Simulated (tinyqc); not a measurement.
Worked calculation: a particle near a wafer in liquid: double-layer and van der Waals forces (DLVO), deposition barrier and removal. Computed by tinyqc, a small Python program that keeps every step. Command: `OMP_NUM_THREADS=1 python tinyqc.py 3111079 3111080 out.jsonl dlvo walk`. One thread of a shared host (Intel(R) Xeon(R) Processor @ 2.30GHz), about 0.01 s of CPU time with the checks. Intermediate numbers are printed to about 5 digits and carried at full precision; extremes and crossings named in words are read from the listed rows.

Sphere and flat wall, Derjaguin approximation, constant potentials in the linear-superposition form, no retardation and no hydration force.

Inputs (values chosen for the exercise, of the order of those for silicon nitride on silicon in water):
```
quantity                             value   unit
particle radius R                      150     nm
Hamaker constant A                 2.9e-20      J
potential of the particle psi_1        -35     mV
potential of the wafer psi_2           -28     mV
salt concentration c               0.00046  mol/L
valence z of the symmetric salt          2      -
temperature T                          323      K
dielectric constant of the liquid     69.9      -
gap h                                   10     nm
contact distance h0                    0.4     nm
contact radius over R                 0.17      -
viscosity                             0.59  mPa s
```

Constants: e = 1.602176634e-19 C; N_A = 6.02214076e+23 1/mol; eps_0 = 8.8541878128e-12 F/m; k_B = 1.380649e-23 J/K; k_B = 8.617333262e-05 eV/K.

## Screening

kappa^2 = 2 z^2 e^2 N_A (1000 c)/(eps eps_0 k_B T); gamma_i = tanh(z e psi_i/(4 k_B T)); Z = 64 pi eps eps_0 (k_B T/(z e))^2 gamma_1 gamma_2.

kappa = 0.14357 1/nm

Debye length = 6.9654 nm

gamma_1 = -0.55718

gamma_2 = -0.46446

Z = 6.2372 pN

kappa R = 21.535

Like signs: the double layers repel.

## Energy and force at one gap

U(h) = Z R exp(-kappa h) - A R/(6 h); F(h) = -dU/dh = kappa Z R exp(-kappa h) - A R/(6 h^2), positive for repulsion.

double-layer energy = 49.922 k_B T

van der Waals energy = -16.257 k_B T

U(h) = 33.664 k_B T

F(h) = 24.712 pN

## The curve

The formulas are those given above.

Against the gap:
```
h (nm)  kappa h  U (k_B T)       F (pN)
0.4      0.0574    -208.35  -4.4044e+03
0.6      0.0861     -78.48  -1.8907e+03
1.0      0.1436      19.16  -6.0865e+02
1.5      0.2154      60.76  -2.1393e+02
2.5      0.3589      81.50  -2.2189e+01
4.0      0.5743      77.49   3.0324e+01
7.0      1.0050      53.57   3.4372e+01
12.0     1.7228      23.91   1.8950e+01
20.0     2.8713       3.75   5.7930e+00
40.0     5.7427      -3.39  -2.2478e-02
```

Caution: in rows where h is not small against R, A R/(6 h) overstates the van der Waals term. Caution: in rows with kappa h below 1 linear superposition is only rough.

## Barrier and secondary minimum

F = 0 reads x^2 exp(-x) = y with x = kappa h and y = A kappa/(6 Z); the left side peaks at x = 2 with 4/e^2 = 0.5413, so roots exist for smaller y: x < 2 is the barrier, x > 2 the secondary minimum.

y = 0.11125

position of the barrier = 2.8509 nm

barrier height = 82.302 k_B T

position of the secondary minimum = 39.454 nm

energy at the secondary minimum = -3.3931 k_B T

A barrier above 15 k_B T practically stops deposition. The secondary minimum is deep enough to hold particles loosely.

## Critical salt concentration

The barrier height is zero when U = 0 and F = 0 together: kappa h = 1 and kappa = 6 Z/(e A), e = 2.718282 here; c follows from kappa^2, with the potentials held fixed.

critical kappa = 0.47473 1/nm

critical concentration = 0.0050297 mol/L

## Adding salt

kappa scales as sqrt(c); potentials are held fixed. A dash marks rows without a maximum.

Against the concentration:
```
c (mol/L)  Debye length (nm)  barrier at (nm)  barrier (k_B T)  minimum at (nm)  minimum (k_B T)
5.03e-07              210.64           13.182           184.73       2.1616e+03      -6.7881e-02
5.03e-06               66.61            7.607           165.78       5.8646e+02      -2.4573e-01
5.03e-05               21.06            4.495           133.31       1.5314e+02      -9.1560e-01
2.51e-04                9.43            3.204            98.62       5.7736e+01      -2.3559e+00
1.01e-03                4.70            2.486            58.23       2.3672e+01      -5.5040e+00
2.51e-03                2.98            2.197            26.42       1.2624e+01      -9.8361e+00
4.53e-03                2.22            2.109             4.04       8.0610e+00      -1.4615e+01
7.54e-03                1.72            2.168           -15.49       5.1343e+00      -2.1054e+01
1.51e-02                1.22                -                -                -                -
```

At low salt the barrier tends to Z R = 210 k_B T; it is half of that between 5.0e-5 and 2.5e-4 mol/L and changes sign at 0.0050 mol/L, while the secondary minimum deepens to -15 k_B T at 0.9 of that.

## Removing an attached particle

Adhesion F_a = A R/(6 h0^2) [1 + a^2/(R h0)] - kappa Z R exp(-kappa h0), a the contact radius. Drag in a shear flow F_d = 1.7 x 6 pi mu R^2 G, acting at 1.4 R; rolling starts when 1.4 R F_d = a F_a. Wall shear stress = mu G.

van der Waals adhesion = 53639 pN

net adhesion F_a = 53512 pN

wall shear stress for rolling = 9012.4 Pa

shear rate G = 1.5275e+07 1/s

Checks made by the program: force against a difference of U (relative difference below 1e-10).
